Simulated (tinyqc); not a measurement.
Plane-wave Kohn-Sham cycle with exchange-only LDA in a layered model solid, step by step. One step of it, computed by the program tinyqc.

Task: Iteration 2: Hamiltonian at one k. H(m,m') = (k + G_m)^2/2 delta + V(G_m - G_m'), with V(-G) = V(G).

A solid whose potential varies along x alone (atomic units):
```
parameter                      value
period a                   11.100000
cross-section of the cell  18.000000
electrons per cell                 4
grid points                       16
plane waves -n..n, n               3
k points                           1
V1 in V1 cos(2 pi x/a)     -0.360000
V2 in V2 cos(4 pi x/a)     -0.220000
```

V(G_m), m = 0, 1, 2, ... (hartree): -0.265178  -0.048155  -0.105503  0.000177  0.000529  0.000098  0.000016

k = 0.000000 2 pi / a

Give: H.

Result:

H (hartree), lower triangle:
```
        -3      -2      -1      +0      +1      +2     +3
-3   1.177
-2  -0.048   0.376
-1  -0.106  -0.048  -0.105
+0   0.000  -0.106  -0.048  -0.265
+1   0.001   0.000  -0.106  -0.048  -0.105
+2   0.000   0.001   0.000  -0.106  -0.048   0.376
+3   0.000   0.000   0.001   0.000  -0.106  -0.048  1.177
```
